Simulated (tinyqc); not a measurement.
# Superjunction drift layer against a plain one, charge balance: several studies

Alternating n and p pillars of equal width wp, doping N and length Lp. When depleted, the lateral field peaks at Ex = q N wp/(2 eps0 eps_r) at the pillar junctions and a uniform vertical field Ey is added; breakdown is taken where Ex^2 + Ey^2 = Ef^2. Only the n pillars conduct, narrowed by the zero-bias depletion. A first-order model: the field peaks at the pillar ends are left out.

Values chosen for this exercise; values close to those of silicon:
```
symbol   value        unit                                     meaning
eps_r     11.8              relative permittivity of the semiconductor
E16      0.385       MV/cm    critical field at a doping of 1e16 cm^-3
mx        1320  cm^2/(V s)                      mobility at low doping
mi        92.5  cm^2/(V s)                     mobility at high doping
Nr      1.3e17       cm^-3            reference doping of the mobility
BV         400           V                    wanted breakdown voltage
wp         1.5          um                        width of each pillar
Ef        0.29       MV/cm           critical field inside the pillars
a         0.74                     lateral peak field as a share of Ef
Vb         0.8           V    built-in voltage of the pillar junctions
dl        -8.3           %                charge imbalance (Nn - Np)/N
```

Constants: q = 1.602176634e-19 C, eps0 = 8.8541878128e-14 F/cm where lengths are in cm. Results are converted to the units shown.

Each table varies one quantity; the others keep the values above.

## Effect of the wanted breakdown voltage

Ec(N) = E16 (N/1e16 cm^-3)^(1/8), mu(N) = mi + (mx - mi)/(1 + (N/Nr)^0.9). Plain drift layer for BV: N solves BV = eps0 eps_r Ec(N)^2/(2 q N), W = 2 BV/Ec, Rsp = W/(q mu N). Ex = a Ef gives N = 2 eps0 eps_r a Ef/(q wp); Ey = Ef sqrt(1 - a^2); Lp = BV/Ey; xd = sqrt(eps0 eps_r Vb/(q N)) on each side; Rsp = 2 Lp/(q mu(N) N (1 - 2 xd/wp)). An imbalance dl leaves the mean net doping |dl| N/2, which tilts the vertical field by s = q |dl| N/(2 eps0 eps_r): BV(dl) = Ey Lp - s Lp^2/2, or Ey^2/(2 s) if the field reaches zero inside the pillar.

The same in every row: N (cm^-3) = 1.8659e16.

Result of one run:
```
BV (V)	Lp (um)	Rsp, pillars (mohm cm^2)	Rsp, plain (mohm cm^2)	BV(dl) (V)
1400	71.774	5.4309	537.02	160.20
```

What becomes of these results when the wanted breakdown voltage BV is changed from 1400 to 890 V, all else the same?

Result of the changed run:
```
BV (V)	Lp (um)	Rsp, pillars (mohm cm^2)	Rsp, plain (mohm cm^2)	BV(dl) (V)
890	45.628	3.4525	173.24	160.20
```

The whole series:
```
BV (V)	Lp (um)	Rsp, pillars (mohm cm^2)	Rsp, plain (mohm cm^2)	BV(dl) (V)
75	3.8450	0.29094	0.37549	66.222
110	5.6394	0.42672	0.95967	91.118
170	8.7154	0.65947	2.8110	124.90
260	13.330	1.0086	8.0667	154.51
390	19.994	1.5129	22.125	160.20
590	30.248	2.2888	62.099	160.20
890	45.628	3.4525	173.24	160.20
1400	71.774	5.4309	537.02	160.20
```

As BV goes from 75 to 1400 V, Rsp of the pillars rises from 0.291 to 5.43 mohm cm^2 and BV with the imbalance rises from 66.2 to 160 V. Rsp goes as BV^(1.00) for the pillars and BV^(2.48) for the plain layer; the pillars win in 8 of the 8 rows. For BV = 890 to 1400 V the aspect ratio passes 30, which is hard to make. At BV = 75 V the aspect ratio Lp/wp is under 3, where a pillar model without end effects fails.

## Effect of the charge imbalance (Nn - Np)/N

Same model as above.

The same in every row: N (cm^-3) = 1.866e16; Lp (um) = 20.51; Rsp, pillars (mohm cm^2) = 1.552; Rsp, plain (mohm cm^2) = 23.57.

Effect of the charge imbalance (Nn - Np)/N:
```
dl (%)	BV(dl) (V)
0	400.0
1	369.9
2	339.8
4	279.7
6	219.5
9	147.7
13	102.3
20	66.48
```

Read the table: what changes, and by how much?

As dl goes from 0 to 20 %, Rsp of the pillars stays at 1.55 mohm cm^2 and BV with the imbalance falls from 400 to 66.5 V. The loss is linear in |dl| while the field reaches through the pillar; it passes 10 % at |dl| = 1.33 %.

## Effect of the lateral peak field as a share of Ef

Same model as above.

The same in every row: Rsp, plain (mohm cm^2) = 23.566.

Effect of the lateral peak field as a share of Ef:
```
a	N (cm^-3)	Lp (um)	Rsp, pillars (mohm cm^2)	BV(dl) (V)
0.3	7.5645e15	14.459	2.9806	349.68
0.39	9.8338e15	14.979	2.2670	329.79
0.48	1.2103e16	15.723	1.8837	304.80
0.57	1.4372e16	16.787	1.6686	271.12
0.66	1.6642e16	18.360	1.5632	221.50
0.75	1.8911e16	20.853	1.5565	152.86
0.84	2.1181e16	25.421	1.6926	91.842
0.93	2.3450e16	37.526	2.2595	38.067
```

Read the table: what changes, and by how much?

As a goes from 0.3 to 0.93, Rsp of the pillars goes from 2.98 through a minimum of 1.56 (at a = 0.75 among the rows listed) to 2.26 mohm cm^2 and BV with the imbalance falls from 350 to 38.1 V. With constant mobility and no depleted edge the minimum of Rsp lies at a = 0.707; a smaller a gives up a little resistance for tolerance.

Numbers from tinyqc (`OMP_NUM_THREADS=1 python tinyqc.py 2590146 2590147 out.jsonl`; about 0.01 s on one thread of a shared Intel Xeon 2.30GHz).
